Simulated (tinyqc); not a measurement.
Long-channel MOSFET, surface-potential model: one step of the calculation.

n-channel transistor on a uniformly doped p-type body, gradual-channel approximation, constant mobility, Boltzmann statistics, full ionisation. Potentials are counted from the neutral body; V is the electron quasi-Fermi potential, Vsb at the source and Vsb + Vds at the drain. Charges are magnitudes per area.

Task. Charges and current of the charge-sheet model. psi_0 and psi_L solve Vgs + Vsb - Vfb - psi = gamma sqrt(G) at V = Vsb and Vsb + Vds. Qi = Cox gamma [sqrt(G) - sqrt(psi - Vt)], G = psi - Vt + Vt exp((psi - 2 phiF - V)/Vt), at both ends. With U = Vgs + Vsb - Vfb: drift = mu (W/L) Cox [U (psi_L - psi_0) - (psi_L^2 - psi_0^2)/2 - (2/3) gamma ((psi_L - Vt)^1.5 - (psi_0 - Vt)^1.5)]; diffusion = mu (W/L) Vt (Qi0 - QiL).

Values chosen for this exercise; material values close to those of gallium arsenide:
```
symbol,value,unit,meaning
T,300,K,temperature
Vfb,-0.42,V,flat-band voltage
mu,180,cm^2/(V s),channel mobility
W,5,um,gate width
L,2,um,gate length
Vsb,0,V,source-body reverse bias
Vgs,2.69,V,gate-source voltage
Vds,1.2,V,drain-source voltage
```

Constants: q = 1.602176634e-19 C, kB = 1.380649e-23 J/K, Vt = kB T/q. Results are converted to the units shown.

psi_0 = 1.3648587 V
psi_L = 1.3689601 V
phiF = 0.69415388 V
Cox = 0.37630298 uF/cm^2
gamma = 1.5022881 V^0.5

Wanted: Qi0; QiL; drift current; diffusion current; drain current.

Result.

Qi0 = 2.544 nC/cm^2
QiL = 2.068e-20 nC/cm^2
drift current = 0.002348 uA
diffusion current = 0.02960 uA
drain current = 0.03195 uA

Drift carries 7.35 % of the current. The drain end is pinched off: its charge is under 1 % of that at the source.

Computed by the program tinyqc: `OMP_NUM_THREADS=1 python tinyqc.py 2360141 2360142 out.jsonl`, one thread of a shared Intel Xeon 2.30GHz, about 0.04 s for the whole run.
